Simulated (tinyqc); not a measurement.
Hydrogen passivation of interface dangling bonds: competing passivation and dissociation with distributed barriers: one step, computed by the program tinyqc. Command: `OMP_NUM_THREADS=1 python tinyqc.py 3018280 3018281 out.jsonl passiv walk`. One thread of a shared host (Intel(R) Xeon(R) Processor @ 2.30GHz), about 0.02 s of CPU time with the checks.

P_b + H2 gives P_bH + H at the rate k_f [H2]; P_bH gives P_b + H at the rate k_d. All defects start unpassivated. E_f and E_d are Gaussian and independent.

Question. Single barriers. [H2] = solubility factor x p; a = k_f0 [H2] exp(-E_f/(k_B T)), d = k_d0 exp(-E_d/(k_B T)). For one pair of barriers the active share is y = [d + a exp(-(a + d) t)]/(a + d). Temperatures in kelvin are T(C) + 273.15.

Inputs (values chosen for the exercise, close to those used for P_b centres at the silicon-oxide interface): passivation prefactor k_f0 = 5.2e-08 cm^3/s; mean passivation barrier E_f = 1.62 eV; spread sigma_f = 0.093 eV; dissociation prefactor k_d0 = 1.3e+12 1/s; mean dissociation barrier E_d = 2.84 eV; spread sigma_d = 0.047 eV; H2 in the oxide per atm, solubility factor = 3.5e+17 1/(cm^3 atm); hydrogen pressure p = 0.03 atm; anneal temperature T = 275 C; anneal time t = 400 s.

Constants: k_B = 8.617333262e-05 eV/K.

Give: passivation rate a; dissociation rate d; a t; steady active share d/(a + d); active share, single barriers.

Answer.

passivation rate a = 6.961e-07 1/s

dissociation rate d = 1.006e-14 1/s

a t = 2.784e-04

steady active share d/(a + d) = 1.445e-08

active share, single barriers = 0.9997

The anneal is too short or cold to finish.
